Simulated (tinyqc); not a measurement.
Q-state Potts model on a small periodic square lattice: enumeration, Metropolis, heat-bath and Wolff steps: one step, computed by the program tinyqc.

E = -J x (number of nearest-neighbour bonds with equal states); n x n sites with periodic edges have 2 n^2 bonds. Order parameter m = (q f - 1)/(q - 1), f being the largest share of one state. Sites are numbered row by row from 0. Here q = 2 and n = 4.

Question. Exact averages. All q^(n^2) states are counted by their number b of equal bonds; weights g(b) exp(K b), K = J/(k_B T). Per site: u = -J <b>/n^2, c/k_B = K^2 (<b^2> - <b>^2)/n^2. ln Z = ln sum g(b) exp(K b); entropy per site s/k_B = (ln Z - K <b>)/n^2.

Inputs (values chosen for the exercise, for a model of domains or grain orientations): coupling J = 30 meV; temperature T = 464 K.

States by number of equal bonds:
```
b    g(b)   probability
0       2  9.786400e-12
4      32  3.148719e-09
6      64  2.823965e-08
8     424  8.389588e-07
10   1728  1.533254e-05
12   6688  2.661105e-04
14  13568  2.420901e-03
16  20524  1.642172e-02
18  13568  4.868194e-02
20   6688  1.076078e-01
22   1728  1.246771e-01
24    424  1.371843e-01
26     64  9.285683e-02
28     32  2.081993e-01
32      2  2.616678e-01
```

K = 0.7502921

Give: <b>; energy u; heat capacity c; entropy s.

Answer.

<b> = 25.98

energy u = -48.71 meV/site

heat capacity c = 0.7682 k_B/site

entropy s = 0.4094 k_B/site
